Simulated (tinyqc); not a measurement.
Worked calculation (part 1 of 2): UHF in the 6-31g basis, for H3, spin multiplicity 2. Computed by tinyqc, a small Python program that keeps every step (integrals from PySCF). Settings: charge = 0, multiplicity = 2, basis = 6-31g, energy threshold = 1e-08, iteration cap = 77, orthogonalisation = symmetric, start = atomic densities, DIIS depth = 0, method = UHF. Command: `OMP_NUM_THREADS=1 python tinyqc.py 21425 21426 out.jsonl` (the two numbers bound the seeds that draw the settings). One thread of a shared host (Intel(R) Xeon(R) Processor @ 2.60GHz), about 0.1 s of CPU time with the checks. Later iterations appear only in the table of the cycle.

## One-electron integrals

Geometry (angstrom):
```
atom       x       y        z
H     0.0000  0.0000   0.0000
H     0.0000  0.0000   1.1040
H     0.0000  0.8240  -0.7350
```

Basis 6-31g: exponents (1/bohr^2) and contraction coefficients of normalised primitives:
```
element  l (shell)  exponent  coefficient
H            s (1)   18.7311       0.0335
H            s (1)    2.8254       0.2347
H            s (1)    0.6401       0.8138
H            s (2)    0.1613       1.0000
```

Overlap, kinetic and nuclear-attraction integrals over the contracted functions; the nuclear repulsion is the sum of Za Zb / Rab.

nuclear repulsion = 1.221176 hartree

overlap S, order 1H 1s, 1H 2s, 2H 1s, 2H 2s, 3H 1s, 3H 2s:
```
[[1.0000, 0.6583, 0.1923, 0.3716, 0.1922, 0.3715],
 [0.6583, 1.0000, 0.3716, 0.7040, 0.3715, 0.7039],
 [0.1923, 0.3716, 1.0000, 0.6583, 0.0065, 0.0983],
 [0.3716, 0.7040, 0.6583, 1.0000, 0.0983, 0.3106],
 [0.1922, 0.3715, 0.0065, 0.0983, 1.0000, 0.6583],
 [0.3715, 0.7039, 0.0983, 0.3106, 0.6583, 1.0000]]
```

kinetic energy T (hartree), order 1H 1s, 1H 2s, 2H 1s, 2H 2s, 3H 1s, 3H 2s:
```
[[1.3957, 0.2597, -0.0132, 0.0904, -0.0132, 0.0904],
 [0.2597, 0.2419, 0.0904, 0.1305, 0.0904, 0.1304],
 [-0.0132, 0.0904, 1.3957, 0.2597, -0.0137, -0.0103],
 [0.0904, 0.1305, 0.2597, 0.2419, -0.0103, 0.0166],
 [-0.0132, 0.0904, -0.0137, -0.0103, 1.3957, 0.2597],
 [0.0904, 0.1304, -0.0103, 0.0166, 0.2597, 0.2419]]
```

nuclear attraction V (hartree), order 1H 1s, 1H 2s, 2H 1s, 2H 2s, 3H 1s, 3H 2s:
```
[[-2.6113, -1.3687, -0.4206, -0.7683, -0.4204, -0.7681],
 [-1.3687, -1.5095, -0.7188, -1.0458, -0.7186, -1.0457],
 [-0.4206, -0.7188, -2.3949, -1.2284, -0.0132, -0.1895],
 [-0.7683, -1.0458, -1.2284, -1.3372, -0.1895, -0.4695],
 [-0.4204, -0.7186, -0.0132, -0.1895, -2.3948, -1.2284],
 [-0.7681, -1.0457, -0.1895, -0.4695, -1.2284, -1.3372]]
```

core Hamiltonian H = T + V (hartree), order 1H 1s, 1H 2s, 2H 1s, 2H 2s, 3H 1s, 3H 2s:
```
[[-1.2156, -1.1090, -0.4338, -0.6779, -0.4336, -0.6777],
 [-1.1090, -1.2676, -0.6284, -0.9154, -0.6282, -0.9153],
 [-0.4338, -0.6284, -0.9992, -0.9687, -0.0269, -0.1999],
 [-0.6779, -0.9154, -0.9687, -1.0953, -0.1999, -0.4530],
 [-0.4336, -0.6282, -0.0269, -0.1999, -0.9991, -0.9686],
 [-0.6777, -0.9153, -0.1999, -0.4530, -0.9686, -1.0953]]
```

## Two-electron integrals

Functions are numbered as in S; the eight-fold symmetry (ij|kl) = (ji|kl) = (kl|ij) leaves the list below.

Two-electron integrals (ij|kl) in chemists' order, unique and non-zero (hartree):
```
(11|11) 1.0766     (21|11) 0.5785     (21|21) 0.3294     (22|11) 0.5874
(22|21) 0.3613     (22|22) 0.4532     (31|11) 0.1494     (31|21) 0.0879
(31|22) 0.1011     (31|31) 0.0341     (32|11) 0.2026     (32|21) 0.1274
(32|22) 0.1652     (32|31) 0.0545     (32|32) 0.1039     (33|11) 0.4747
(33|21) 0.3068     (33|22) 0.4194     (33|31) 0.1494     (33|32) 0.3160
(33|33) 1.0766     (41|11) 0.3160     (41|21) 0.1813     (41|22) 0.2012
(41|31) 0.0545     (41|32) 0.0814     (41|33) 0.2026     (41|41) 0.1039
(42|11) 0.3761     (42|21) 0.2340     (42|22) 0.3013     (42|31) 0.0778
(42|32) 0.1384     (42|33) 0.3761     (42|41) 0.1384     (42|42) 0.2246
(43|11) 0.3068     (43|21) 0.1968     (43|22) 0.2676     (43|31) 0.0879
(43|32) 0.1813     (43|33) 0.5785     (43|41) 0.1274     (43|42) 0.2340
(43|43) 0.3294     (44|11) 0.4194     (44|21) 0.2676     (44|22) 0.3662
(44|31) 0.1011     (44|32) 0.2012     (44|33) 0.5874     (44|41) 0.1652
(44|42) 0.3013     (44|43) 0.3613     (44|44) 0.4532     (51|11) 0.1493
(51|21) 0.0879     (51|22) 0.1011     (51|31) 0.0193     (51|32) 0.0282
(51|33) 0.0668     (51|41) 0.0451     (51|42) 0.0591     (51|43) 0.0438
(51|44) 0.0642     (51|51) 0.0340     (52|11) 0.2025     (52|21) 0.1273
(52|22) 0.1651     (52|31) 0.0282     (52|32) 0.0444     (52|33) 0.1075
(52|41) 0.0652     (52|42) 0.0951     (52|43) 0.0706     (52|44) 0.1055
(52|51) 0.0545     (52|52) 0.1038     (53|11) 0.0053     (53|21) 0.0031
(53|22) 0.0035     (53|31) 0.0009     (53|32) 0.0014     (53|33) 0.0034
(53|41) 0.0018     (53|42) 0.0024     (53|43) 0.0021     (53|44) 0.0028
(53|51) 0.0009     (53|52) 0.0014     (53|53) 3.81e-05   (54|11) 0.0588
(54|21) 0.0364     (54|22) 0.0458     (54|31) 0.0085     (54|32) 0.0132
(54|33) 0.0318     (54|41) 0.0191     (54|42) 0.0274     (54|43) 0.0209
(54|44) 0.0307     (54|51) 0.0147     (54|52) 0.0266     (54|53) 4.14e-04
(54|54) 0.0071     (55|11) 0.4746     (55|21) 0.3067     (55|22) 0.4193
(55|31) 0.0668     (55|32) 0.1075     (55|33) 0.2626     (55|41) 0.1554
(55|42) 0.2355     (55|43) 0.1728     (55|44) 0.2612     (55|51) 0.1493
(55|52) 0.3159     (55|53) 0.0034     (55|54) 0.0776     (55|55) 1.0766
(61|11) 0.3159     (61|21) 0.1813     (61|22) 0.2012     (61|31) 0.0451
(61|32) 0.0652     (61|33) 0.1554     (61|41) 0.0973     (61|42) 0.1257
(61|43) 0.1007     (61|44) 0.1409     (61|51) 0.0545     (61|52) 0.0814
(61|53) 0.0018     (61|54) 0.0229     (61|55) 0.2025     (61|61) 0.1038
(62|11) 0.3761     (62|21) 0.2340     (62|22) 0.3013     (62|31) 0.0592
(62|32) 0.0951     (62|33) 0.2355     (62|41) 0.1257     (62|42) 0.1875
(62|43) 0.1528     (62|44) 0.2191     (62|51) 0.0778     (62|52) 0.1384
(62|53) 0.0024     (62|54) 0.0370     (62|55) 0.3761     (62|61) 0.1384
(62|62) 0.2245     (63|11) 0.0589     (63|21) 0.0364     (63|22) 0.0458
(63|31) 0.0148     (63|32) 0.0266     (63|33) 0.0776     (63|41) 0.0229
(63|42) 0.0370     (63|43) 0.0453     (63|44) 0.0516     (63|51) 0.0085
(63|52) 0.0132     (63|53) 4.14e-04   (63|54) 0.0040     (63|55) 0.0318
(63|61) 0.0191     (63|62) 0.0274     (63|63) 0.0071     (64|11) 0.1711
(64|21) 0.1061     (64|22) 0.1354     (64|31) 0.0314     (64|32) 0.0529
(64|33) 0.1368     (64|41) 0.0603     (64|42) 0.0936     (64|43) 0.0869
(64|44) 0.1175     (64|51) 0.0313     (64|52) 0.0529     (64|53) 0.0012
(64|54) 0.0150     (64|55) 0.1368     (64|61) 0.0603     (64|62) 0.0936
(64|63) 0.0150     (64|64) 0.0437     (65|11) 0.3067     (65|21) 0.1968
(65|22) 0.2676     (65|31) 0.0439     (65|32) 0.0707     (65|33) 0.1728
(65|41) 0.1007     (65|42) 0.1528     (65|43) 0.1137     (65|44) 0.1713
(65|51) 0.0879     (65|52) 0.1813     (65|53) 0.0021     (65|54) 0.0453
(65|55) 0.5785     (65|61) 0.1273     (65|62) 0.2340     (65|63) 0.0209
(65|64) 0.0869     (65|65) 0.3294     (66|11) 0.4193     (66|21) 0.2676
(66|22) 0.3662     (66|31) 0.0643     (66|32) 0.1055     (66|33) 0.2612
(66|41) 0.1409     (66|42) 0.2192     (66|43) 0.1713     (66|44) 0.2546
(66|51) 0.1011     (66|52) 0.2012     (66|53) 0.0028     (66|54) 0.0516
(66|55) 0.5874     (66|61) 0.1651     (66|62) 0.3013     (66|63) 0.0307
(66|64) 0.1175     (66|65) 0.3613     (66|66) 0.4532
```

## Orthogonalisation

S = U s U^T; symmetric (Loewdin) form X = U s^(-1/2) U^T, so that X^T S X = 1.

eigenvalues of S: [0.0949, 0.2612, 0.4061, 0.7852, 1.4217, 3.0309]

X, order 1H 1s, 1H 2s, 2H 1s, 2H 2s, 3H 1s, 3H 2s:
```
[[1.2700, -0.5749, -0.0133, 0.0524, -0.0133, 0.0524],
 [-0.5749, 2.2235, -0.0096, -0.7538, -0.0096, -0.7537],
 [-0.0133, -0.0096, 1.2559, -0.4930, 0.0047, 0.0465],
 [0.0524, -0.7538, -0.4930, 1.6540, 0.0465, 0.1099],
 [-0.0133, -0.0096, 0.0047, 0.0465, 1.2559, -0.4930],
 [0.0524, -0.7537, 0.0465, 0.1099, -0.4930, 1.6539]]
```

## Starting guess

The start is atomic minimal-basis densities projected into this basis (PySCF's MINAO start) and scaled to the electron count of each spin; this density is not idempotent, so its energy is not variational and may lie below the converged one.

D(alpha) at the start, order 1H 1s, 1H 2s, 2H 1s, 2H 2s, 3H 1s, 3H 2s:
```
[[0.1831, 0.1929, -0.0049, 0.0052, -0.0049, 0.0052],
 [0.1929, 0.2033, -0.0036, 0.0072, -0.0036, 0.0072],
 [-0.0049, -0.0036, 0.1810, 0.1995, -0.0055, 0.0039],
 [0.0052, 0.0072, 0.1995, 0.2212, 0.0039, 0.0159],
 [-0.0049, -0.0036, -0.0055, 0.0039, 0.1810, 0.1995],
 [0.0052, 0.0072, 0.0039, 0.0159, 0.1995, 0.2212]]
```

D(beta) at the start, order 1H 1s, 1H 2s, 2H 1s, 2H 2s, 3H 1s, 3H 2s:
```
[[0.0915, 0.0964, -0.0024, 0.0026, -0.0024, 0.0026],
 [0.0964, 0.1016, -0.0018, 0.0036, -0.0018, 0.0036],
 [-0.0024, -0.0018, 0.0905, 0.0998, -0.0028, 0.0019],
 [0.0026, 0.0036, 0.0998, 0.1106, 0.0019, 0.0080],
 [-0.0024, -0.0018, -0.0028, 0.0019, 0.0905, 0.0998],
 [0.0026, 0.0036, 0.0019, 0.0080, 0.0998, 0.1106]]
```

## Iteration 1: building the Fock matrix

J_ij = sum D_kl (ij|kl) with D = D(alpha) + D(beta), K_ij = sum D_kl (ik|jl) for each spin; F = H + J - K(s); E = tr D H + tr D J / 2 - 0.5 sum_s tr D(s) K(s) + E_nn.

Coulomb J (hartree), order 1H 1s, 1H 2s, 2H 1s, 2H 2s, 3H 1s, 3H 2s:
```
[[1.7392, 1.0555, 0.3198, 0.5973, 0.3196, 0.5972],
 [1.0555, 1.3196, 0.5547, 0.9144, 0.5545, 0.9143],
 [0.3198, 0.5547, 1.5492, 0.9377, 0.0108, 0.1499],
 [0.5973, 0.9144, 0.9377, 1.1823, 0.1499, 0.4121],
 [0.3196, 0.5545, 0.0108, 0.1499, 1.5491, 0.9377],
 [0.5972, 0.9143, 0.1499, 0.4121, 0.9377, 1.1823]]
```

exchange K(alpha) (hartree), order 1H 1s, 1H 2s, 2H 1s, 2H 2s, 3H 1s, 3H 2s:
```
[[0.6001, 0.5128, 0.2324, 0.3466, 0.2323, 0.3465],
 [0.5128, 0.5547, 0.3289, 0.4200, 0.3288, 0.4199],
 [0.2324, 0.3289, 0.5510, 0.4453, 0.0495, 0.1378],
 [0.3466, 0.4200, 0.4453, 0.4481, 0.1378, 0.2376],
 [0.2323, 0.3288, 0.0495, 0.1378, 0.5509, 0.4452],
 [0.3465, 0.4199, 0.1378, 0.2376, 0.4452, 0.4481]]
```

exchange K(beta) (hartree), order 1H 1s, 1H 2s, 2H 1s, 2H 2s, 3H 1s, 3H 2s:
```
[[0.3000, 0.2564, 0.1162, 0.1733, 0.1162, 0.1733],
 [0.2564, 0.2774, 0.1644, 0.2100, 0.1644, 0.2100],
 [0.1162, 0.1644, 0.2755, 0.2226, 0.0248, 0.0689],
 [0.1733, 0.2100, 0.2226, 0.2241, 0.0689, 0.1188],
 [0.1162, 0.1644, 0.0248, 0.0689, 0.2755, 0.2226],
 [0.1733, 0.2100, 0.0689, 0.1188, 0.2226, 0.2240]]
```

F(alpha) (hartree), order 1H 1s, 1H 2s, 2H 1s, 2H 2s, 3H 1s, 3H 2s:
```
[[-0.0764, -0.5663, -0.3465, -0.4271, -0.3464, -0.4271],
 [-0.5663, -0.5027, -0.4026, -0.4209, -0.4025, -0.4209],
 [-0.3465, -0.4026, -0.0010, -0.4762, -0.0657, -0.1878],
 [-0.4271, -0.4209, -0.4762, -0.3611, -0.1877, -0.2784],
 [-0.3464, -0.4025, -0.0657, -0.1877, -0.0009, -0.4762],
 [-0.4271, -0.4209, -0.1878, -0.2784, -0.4762, -0.3611]]
```

F(beta) (hartree), order 1H 1s, 1H 2s, 2H 1s, 2H 2s, 3H 1s, 3H 2s:
```
[[0.2236, -0.3099, -0.2303, -0.2538, -0.2302, -0.2538],
 [-0.3099, -0.2254, -0.2382, -0.2109, -0.2381, -0.2109],
 [-0.2303, -0.2382, 0.2745, -0.2536, -0.0409, -0.1188],
 [-0.2538, -0.2109, -0.2536, -0.1371, -0.1188, -0.1597],
 [-0.2302, -0.2381, -0.0409, -0.1188, 0.2745, -0.2536],
 [-0.2538, -0.2109, -0.1188, -0.1597, -0.2536, -0.1370]]
```

total energy of this density = -1.225700 hartree

This density is the starting one; it is not idempotent, so its energy is not variational and may lie below the converged one.

## Iteration 1: diagonalisation and new density

Diagonalise F' = X^T F X, C = X C', fill 2 alpha and 1 beta electrons from the bottom; D(s) = C_occ C_occ^T. Each column has its largest component positive (the first on a tie).

F' = X^T F X (alpha) (hartree):
```
[[0.4839, -0.6468, -0.1586, -0.1057, -0.1585, -0.1057],
 [-0.6468, 0.2990, -0.1465, -0.1856, -0.1465, -0.1856],
 [-0.1586, -0.1465, 0.5029, -0.6095, 0.0362, 0.0066],
 [-0.1057, -0.1856, -0.6095, 0.2169, 0.0066, -0.0854],
 [-0.1585, -0.1465, 0.0362, 0.0066, 0.5029, -0.6095],
 [-0.1057, -0.1856, 0.0066, -0.0854, -0.6095, 0.2169]]
```

orbital energies (alpha) (hartree): [-0.7013, -0.2370, 0.1325, 0.9411, 1.0060, 1.0811]

coefficients C (alpha), order 1H 1s, 1H 2s, 2H 1s, 2H 2s, 3H 1s, 3H 2s:
```
[[0.2945, 0.0000, 0.2829, 0.5982, 0.0003, -1.1936],
 [0.3083, 0.0000, 1.5322, -0.5393, -0.0008, 1.9176],
 [0.2064, -0.2958, -0.1342, 0.7903, 0.9164, 0.4587],
 [0.1936, -0.5702, -1.0085, -0.5169, -1.0055, -0.9519],
 [0.2063, 0.2958, -0.1342, 0.7896, -0.9175, 0.4577],
 [0.1935, 0.5703, -1.0082, -0.5161, 1.0069, -0.9508]]
```

F' = X^T F X (beta) (hartree):
```
[[0.7042, -0.5533, -0.1333, -0.0598, -0.1332, -0.0598],
 [-0.5533, 0.3932, -0.1011, -0.1383, -0.1011, -0.1382],
 [-0.1333, -0.1011, 0.7154, -0.5173, 0.0332, 0.0140],
 [-0.0598, -0.1383, -0.5173, 0.3015, 0.0140, -0.0686],
 [-0.1332, -0.1011, 0.0332, 0.0140, 0.7154, -0.5173],
 [-0.0598, -0.1382, 0.0140, -0.0686, -0.5173, 0.3015]]
```

orbital energies (beta) (hartree): [-0.3492, -0.0275, 0.2408, 1.0079, 1.0799, 1.1794]

coefficients C (beta), order 1H 1s, 1H 2s, 2H 1s, 2H 2s, 3H 1s, 3H 2s:
```
[[0.2432, 0.0000, 0.2042, 0.7083, 0.0001, -1.1605],
 [0.3256, 0.0000, 1.6776, -0.7132, -0.0004, 1.7268],
 [0.1710, -0.2248, -0.0720, 0.7604, 0.9364, 0.5319],
 [0.2318, -0.6455, -1.0918, -0.4030, -0.9591, -0.9053],
 [0.1710, 0.2248, -0.0720, 0.7597, -0.9374, 0.5311],
 [0.2317, 0.6456, -1.0915, -0.4022, 0.9602, -0.9044]]
```

D(alpha) after iteration 1, order 1H 1s, 1H 2s, 2H 1s, 2H 2s, 3H 1s, 3H 2s:
```
[[0.0867, 0.0908, 0.0608, 0.0570, 0.0608, 0.0570],
 [0.0908, 0.0950, 0.0636, 0.0597, 0.0636, 0.0597],
 [0.0608, 0.0636, 0.1301, 0.2086, -0.0449, -0.1287],
 [0.0570, 0.0597, 0.2086, 0.3626, -0.1287, -0.2877],
 [0.0608, 0.0636, -0.0449, -0.1287, 0.1301, 0.2086],
 [0.0570, 0.0597, -0.1287, -0.2877, 0.2086, 0.3627]]
```

D(beta) after iteration 1, order 1H 1s, 1H 2s, 2H 1s, 2H 2s, 3H 1s, 3H 2s:
```
[[0.0592, 0.0792, 0.0416, 0.0564, 0.0416, 0.0564],
 [0.0792, 0.1060, 0.0557, 0.0755, 0.0557, 0.0755],
 [0.0416, 0.0557, 0.0292, 0.0396, 0.0292, 0.0396],
 [0.0564, 0.0755, 0.0396, 0.0537, 0.0396, 0.0537],
 [0.0416, 0.0557, 0.0292, 0.0396, 0.0292, 0.0396],
 [0.0564, 0.0755, 0.0396, 0.0537, 0.0396, 0.0537]]
```

## Iteration 2: building the Fock matrix

As before.

Coulomb J (hartree), order 1H 1s, 1H 2s, 2H 1s, 2H 2s, 3H 1s, 3H 2s:
```
[[1.6799, 1.0277, 0.3122, 0.5824, 0.3120, 0.5823],
 [1.0277, 1.2983, 0.5431, 0.9008, 0.5430, 0.9007],
 [0.3122, 0.5431, 1.5056, 0.9177, 0.0106, 0.1469],
 [0.5824, 0.9008, 0.9177, 1.1673, 0.1469, 0.4061],
 [0.3120, 0.5430, 0.0106, 0.1469, 1.5055, 0.9177],
 [0.5823, 0.9007, 0.1469, 0.4061, 0.9177, 1.1673]]
```

exchange K(alpha) (hartree), order 1H 1s, 1H 2s, 2H 1s, 2H 2s, 3H 1s, 3H 2s:
```
[[0.4524, 0.4217, 0.2270, 0.3014, 0.2269, 0.3013],
 [0.4217, 0.4800, 0.3109, 0.3751, 0.3109, 0.3750],
 [0.2270, 0.3109, 0.5745, 0.4707, -0.0110, 0.0764],
 [0.3014, 0.3751, 0.4707, 0.4605, 0.0764, 0.1642],
 [0.2269, 0.3109, -0.0110, 0.0764, 0.5746, 0.4707],
 [0.3013, 0.3750, 0.0764, 0.1642, 0.4707, 0.4605]]
```

exchange K(beta) (hartree), order 1H 1s, 1H 2s, 2H 1s, 2H 2s, 3H 1s, 3H 2s:
```
[[0.4011, 0.3789, 0.1856, 0.2675, 0.1856, 0.2675],
 [0.3789, 0.4164, 0.2238, 0.3091, 0.2237, 0.3090],
 [0.1856, 0.2238, 0.2193, 0.2208, 0.0795, 0.1350],
 [0.2675, 0.3091, 0.2208, 0.2677, 0.1350, 0.2073],
 [0.1856, 0.2237, 0.0795, 0.1350, 0.2192, 0.2207],
 [0.2675, 0.3090, 0.1350, 0.2073, 0.2207, 0.2676]]
```

F(alpha) (hartree), order 1H 1s, 1H 2s, 2H 1s, 2H 2s, 3H 1s, 3H 2s:
```
[[0.0119, -0.5029, -0.3487, -0.3968, -0.3486, -0.3967],
 [-0.5029, -0.4493, -0.3962, -0.3896, -0.3961, -0.3895],
 [-0.3487, -0.3962, -0.0682, -0.5216, -0.0054, -0.1293],
 [-0.3968, -0.3896, -0.5216, -0.3885, -0.1293, -0.2111],
 [-0.3486, -0.3961, -0.0054, -0.1293, -0.0682, -0.5216],
 [-0.3967, -0.3895, -0.1293, -0.2111, -0.5216, -0.3885]]
```

F(beta) (hartree), order 1H 1s, 1H 2s, 2H 1s, 2H 2s, 3H 1s, 3H 2s:
```
[[0.0632, -0.4602, -0.3073, -0.3630, -0.3072, -0.3629],
 [-0.4602, -0.3857, -0.3091, -0.3236, -0.3090, -0.3235],
 [-0.3073, -0.3091, 0.2871, -0.2717, -0.0959, -0.1879],
 [-0.3630, -0.3236, -0.2717, -0.1957, -0.1879, -0.2542],
 [-0.3072, -0.3090, -0.0959, -0.1879, 0.2872, -0.2716],
 [-0.3629, -0.3235, -0.1879, -0.2542, -0.2716, -0.1956]]
```

total energy of this density = -1.560971 hartree

## Iteration 2: diagonalisation and new density

As before.

F' = X^T F X (alpha) (hartree):
```
[[0.5564, -0.6085, -0.1774, -0.0993, -0.1772, -0.0993],
 [-0.6085, 0.3181, -0.1501, -0.1734, -0.1501, -0.1734],
 [-0.1774, -0.1501, 0.4511, -0.6371, 0.0714, 0.0449],
 [-0.0993, -0.1734, -0.6371, 0.1754, 0.0449, -0.0370],
 [-0.1772, -0.1501, 0.0714, 0.0449, 0.4511, -0.6371],
 [-0.0993, -0.1734, 0.0449, -0.0370, -0.6371, 0.1754]]
```

orbital energies (alpha) (hartree): [-0.6590, -0.3911, 0.1745, 0.9214, 0.9832, 1.0986]

coefficients C (alpha), order 1H 1s, 1H 2s, 2H 1s, 2H 2s, 3H 1s, 3H 2s:
```
[[0.2747, 0.0000, 0.2470, 0.5665, 0.0002, -1.2214],
 [0.2667, 0.0000, 1.6185, -0.5067, -0.0006, 1.8610],
 [0.2271, -0.3006, -0.1042, 0.7982, 0.9149, 0.4426],
 [0.2140, -0.5648, -1.0405, -0.5361, -1.0087, -0.9010],
 [0.2271, 0.3007, -0.1042, 0.7975, -0.9158, 0.4419],
 [0.2140, 0.5650, -1.0402, -0.5354, 1.0098, -0.9001]]
```

F' = X^T F X (beta) (hartree):
```
[[0.5990, -0.5993, -0.1715, -0.0997, -0.1714, -0.0997],
 [-0.5993, 0.3256, -0.1268, -0.1726, -0.1268, -0.1726],
 [-0.1715, -0.1268, 0.7412, -0.5036, 0.0116, -0.0102],
 [-0.0997, -0.1726, -0.5036, 0.2935, -0.0102, -0.0971],
 [-0.1714, -0.1268, 0.0116, -0.0102, 0.7413, -0.5036],
 [-0.0997, -0.1726, -0.0102, -0.0971, -0.5036, 0.2935]]
```

orbital energies (beta) (hartree): [-0.5241, 0.0383, 0.2514, 0.9853, 1.0819, 1.1613]

coefficients C (beta), order 1H 1s, 1H 2s, 2H 1s, 2H 2s, 3H 1s, 3H 2s:
```
[[0.2895, 0.0000, 0.1966, -0.8710, -0.0001, -1.0335],
 [0.3936, 0.0001, 1.6451, 1.0150, -0.0001, 1.5873],
 [0.1610, -0.2035, -0.0612, -0.6688, 0.9412, 0.6470],
 [0.1731, -0.6671, -1.1207, 0.2348, -0.9444, -0.9414],
 [0.1609, 0.2035, -0.0612, -0.6680, -0.9423, 0.6463],
 [0.1730, 0.6671, -1.1205, 0.2339, 0.9453, -0.9407]]
```

D(alpha) after iteration 2, order 1H 1s, 1H 2s, 2H 1s, 2H 2s, 3H 1s, 3H 2s:
```
[[0.0754, 0.0733, 0.0624, 0.0588, 0.0624, 0.0588],
 [0.0733, 0.0711, 0.0606, 0.0571, 0.0606, 0.0571],
 [0.0624, 0.0606, 0.1419, 0.2184, -0.0388, -0.1212],
 [0.0588, 0.0571, 0.2184, 0.3648, -0.1212, -0.2733],
 [0.0624, 0.0606, -0.0388, -0.1212, 0.1420, 0.2185],
 [0.0588, 0.0571, -0.1212, -0.2733, 0.2185, 0.3650]]
```

D(beta) after iteration 2, order 1H 1s, 1H 2s, 2H 1s, 2H 2s, 3H 1s, 3H 2s:
```
[[0.0838, 0.1140, 0.0466, 0.0501, 0.0466, 0.0501],
 [0.1140, 0.1549, 0.0634, 0.0681, 0.0633, 0.0681],
 [0.0466, 0.0634, 0.0259, 0.0279, 0.0259, 0.0279],
 [0.0501, 0.0681, 0.0279, 0.0300, 0.0279, 0.0300],
 [0.0466, 0.0633, 0.0259, 0.0279, 0.0259, 0.0278],
 [0.0501, 0.0681, 0.0279, 0.0300, 0.0278, 0.0299]]
```
